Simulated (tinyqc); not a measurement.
# Electroplating on a thin resistive seed layer: kinetics, Wagner number and the terminal effect across a wafer, step by step

A worked calculation. Computed by tinyqc, a small Python program that keeps every step. Command: `OMP_NUM_THREADS=1 python tinyqc.py 3121194 3121195 out.jsonl terminal walk`. One thread of a shared host (Intel(R) Xeon(R) Processor @ 2.30GHz), about 0.02 s of CPU time with the checks. Intermediate numbers are printed to about 6 digits and carried at full precision; extremes and crossings named in words are read from the listed rows.

Current enters the seed at the rim. The bath is treated as a local resistance per area (no lateral flow in the liquid), two electrons per ion, molar volume 7.11 cm^3/mol, Faraday constant F = e N_A, kinematic viscosity 0.01 cm^2/s, omega = 2 pi x rpm/60; k_B T/e is in volts.

Inputs (values chosen for the exercise, of the order of those for copper plating on a thin cobalt or ruthenium seed): wafer radius R = 10 cm; seed thickness t = 15 nm; seed resistivity = 12 microohm cm; bath conductivity kappa = 0.12 S/cm; gap to the anode h = 9.6 cm; extra resistance of a porous plate = 0 ohm cm^2; exchange current density i_0 = 0.055 mA/cm^2; cathodic transfer coefficient alpha = 0.7; mean current density = 10 mA/cm^2; diffusivity of the metal ion = 5.9e-06 cm^2/s; metal ion concentration = 0.36 mol/L; rotation rate = 200 rpm; temperature T = 298 K.

Constants: e = 1.602176634e-19 C; N_A = 6.02214076e+23 1/mol; k_B = 8.617333262e-05 eV/K.

## Rate, limit and resistances

Growth rate = i V_m/(2 F). Levich limit i_L = 0.62 x 2 F D^(2/3) omega^(1/2) nu^(-1/6) c. Tafel overpotential eta = (k_B T/(alpha e)) ln(i/i_0); kinetic resistance k_B T/(alpha e i); bath resistance h/kappa + plate; R_s = resistivity/t; Wagner number = kinetic resistance x kappa/R.

growth rate = 221.070 nm/min

limiting current i_L = 138.659 mA/cm^2

overpotential = 190.873 mV

kinetic resistance = 3.66852 ohm cm^2

bath resistance R_b = 80 ohm cm^2

sheet resistance R_s = 8 ohm/square

Wagner number = 0.0440223

## Linear estimate of the terminal effect

Linearised: with R_t = kinetic + bath resistance the current density obeys (1/r)(r i')' = i R_s/R_t, so i = A I_0(r/l), l = sqrt(R_t/R_s); with x = R/l, edge/centre = I_0(x) and edge/mean = x I_0(x)/(2 I_1(x)). Voltage drop in the seed for a uniform current: i R_s R^2/4.

length l = 3.23397 cm

x = R/l = 3.09217

edge over centre, linear = 5.26075

edge over mean, linear = 1.89338

drop for uniform current = 2000 mV

## Current distribution

Full model: seed potential phi(r) with (1/r)(r phi')' = R_s i, where i solves phi = R_b i + (k_B T/(alpha e)) ln(i/i_0) (phi being the driving voltage left at r); phi'(0) = 0 and phi'(R) = R_s i_mean R/2. Solved by collocation to a tolerance of 1e-7.

Across the wafer:
```
r/R   i (mA/cm^2)   i/mean  i/mean, linear
0.00       3.6785  0.36785         0.35991
0.20       4.0145  0.40145         0.39515
0.40       5.1342  0.51342         0.51129
0.60       7.4060  0.74060         0.74298
0.75      10.2925  1.02925         1.03296
0.90      14.7593  1.47593         1.47615
1.00      19.0048  1.90048         1.89338
```

edge over centre, full model = 5.16649

The full model gives 5.17 against 5.26 from the linear form; the kinetic resistance, which the linear form holds fixed, is a small part of R_t here.

## As the film thickens, and with more bath resistance

The film is taken as uniform, with the seed resistivity; the last column adds 100 ohm cm^2 to R_b. Extra power of that plate = i^2 x 100 ohm cm^2 x area.

Edge over centre:
```
thickness (nm)  R_s (ohm/square)  as given  with 100 ohm cm^2 more
15.0                     8.00000   5.16649                 2.42053
22.5                     5.33333   3.32900                 1.86791
30.0                     4.00000   2.59411                 1.62284
45.0                     2.66667   1.96769                 1.39716
75.0                     1.60000   1.53781                 1.22991
150.0                    0.80000   1.25364                 1.11189
300.0                    0.40000   1.12313                 1.05519
```

extra power = 3.14159 W

The ratio falls below 1.1 in none of these rows as given, and from 300 nm on with the added resistance: what counts is R_s R^2 against the sum of kinetic and bath resistance.

Checks made by the program: mean of the distribution (relative difference 3e-07).
